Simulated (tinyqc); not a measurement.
Crystal pulling from the melt: segregation, interface stability, heat balance and point-defect regime: one step, computed by the program tinyqc.

A dilute solute; steady pulling with a flat interface unless it is found unstable.

Question. Boundary layer and effective coefficient. delta = 1.61 D^(1/3) nu^(1/6) omega^(-1/2), omega = 2 pi rpm/60; k_eff = k0/[k0 + (1 - k0) exp(-V delta/D)] (Burton, Prim and Slichter); the melt at the interface is enriched by k_eff/k0.

Inputs (values chosen for the exercise, modelled on germanium in silicon):
```
quantity                      value    unit
equilibrium coefficient k0     0.34       -
diffusivity in the melt D   0.00013  cm^2/s
kinematic viscosity nu        0.004  cm^2/s
crystal rotation                  5     rpm
pull rate V                     1.4  mm/min
```

Give: boundary layer delta; V delta/D; k_eff; enrichment at the interface.

Answer.

boundary layer delta = 449.1 micrometre

V delta/D = 0.8060

k_eff = 0.5356

enrichment at the interface = 1.575

k_eff has moved 29.6 % of the way from k0 to 1. A 10 % ripple of V gives striations of 3.74 % in C_s, since d ln k_eff/d ln V = (1 - k_eff) V delta/D.
